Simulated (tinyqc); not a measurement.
## Input admittance of a MOSFET at zero drain bias: distributed channel and distributed gate: input impedance against frequency

Source and drain grounded, strong inversion, w = 2 pi f, Cox = eps0 eox/tox. The channel is an RC line of resistance 1/(mu Cox Vo) per square fed from both ends, so one finger has the intrinsic admittance y = i w Cox L tanh(g)/g per width, g = (1/2) sqrt(i w tau), tau = L^2/(mu Vo). The vertical resistance rv/L is in series with y, the overlaps 2 i w Cov in parallel: y_t = 1/(1/y + rv/L) + 2 i w Cov. The gate strip is a line of Rsh/L per length loaded by y_t, so a finger has Y = y_t Wf tanh(k)/k, k = (Wf/sd) sqrt(y_t Rsh/L); the device has Nf Y.

Low-frequency limits, with c = Cox L and ct = c + 2 Cov: R_strip = Rsh Wf/(3 sd^2 L Nf), R_ch = (c/ct)^2 L/(12 mu Cox Vo Wf Nf), R_vert = (c/ct)^2 rv/(L Wf Nf), C = ct Wf Nf. Z = 1/(Nf Y) = R + 1/(i w C), Q = |Im Z|/R, far-point signal |1/cosh k|.

Inputs (values chosen for the exercise); values of the order met in silicon radio-frequency transistors:

| symbol | value | unit | meaning |
|---|---|---|---|
| eox | 3.9 |  | relative permittivity of the gate insulator (close to silicon dioxide) |
| tox | 2.6 | nm | insulator thickness |
| L | 0.27 | um | channel length |
| Wf | 2.3 | um | finger width |
| Nf | 1 |  | number of fingers |
| mu | 350 | cm^2/(V s) | channel mobility |
| Vo | 0.58 | V | gate overdrive |
| Rsh | 34 | ohm/square | sheet resistance of the gate |
| rv | 0 | ohm um^2 | vertical resistivity of the gate stack |
| sd | 2 |  | number of ends at which a finger is contacted |
| Cov | 0.34 | fF/um | overlap and fringe capacitance on each side |

Constants: eps0 = 8.8541878128e-14 F/cm where lengths are in cm. Results are converted to the units shown.

The same in every row: low-frequency R (ohm) = 49.77.

Result of one run:

| f (GHz) | w tau | \|k\| | R (ohm) | C (fF) | Q | signal at the far point |
|---|---|---|---|---|---|---|
| 70 | 1.579 | 0.5559 | 49.64 | 9.740 | 4.702 | 0.9759 |

What becomes of these results when the frequency f is changed from 70 to 300 GHz, all else the same?

Result of the changed run:

| f (GHz) | w tau | \|k\| | R (ohm) | C (fF) | Q | signal at the far point |
|---|---|---|---|---|---|---|
| 300 | 6.769 | 1.065 | 47.83 | 8.763 | 1.266 | 0.7667 |

The whole series:

| f (GHz) | w tau | \|k\| | R (ohm) | C (fF) | Q | signal at the far point |
|---|---|---|---|---|---|---|
| 1 | 0.02256 | 0.06681 | 49.77 | 9.812 | 325.9 | 1.000 |
| 2 | 0.04513 | 0.09449 | 49.77 | 9.812 | 162.9 | 1.000 |
| 4 | 0.09026 | 0.1336 | 49.77 | 9.811 | 81.48 | 0.9999 |
| 8 | 0.1805 | 0.1890 | 49.77 | 9.811 | 40.74 | 0.9997 |
| 20 | 0.4513 | 0.2987 | 49.76 | 9.806 | 16.31 | 0.9979 |
| 40 | 0.9026 | 0.4218 | 49.73 | 9.788 | 8.174 | 0.9918 |
| 70 | 1.579 | 0.5559 | 49.64 | 9.740 | 4.702 | 0.9759 |
| 100 | 2.256 | 0.6606 | 49.51 | 9.668 | 3.325 | 0.9534 |
| 300 | 6.769 | 1.065 | 47.83 | 8.763 | 1.266 | 0.7667 |

R falls from 49.8 to 47.8 ohm and C falls from 9.81 to 8.76 fF. Q goes as f^(-1.00) between the first two rows and f^(-0.88) between the last two, where w tau = 6.77 and |k| = 1.06. The low-frequency limits hold both R and C within 5 % up to f = 100 GHz among the rows.

Numbers from tinyqc (`OMP_NUM_THREADS=1 python tinyqc.py 2262190 2262191 out.jsonl`; about 0.01 s on one thread of a shared Intel Xeon 2.30GHz).
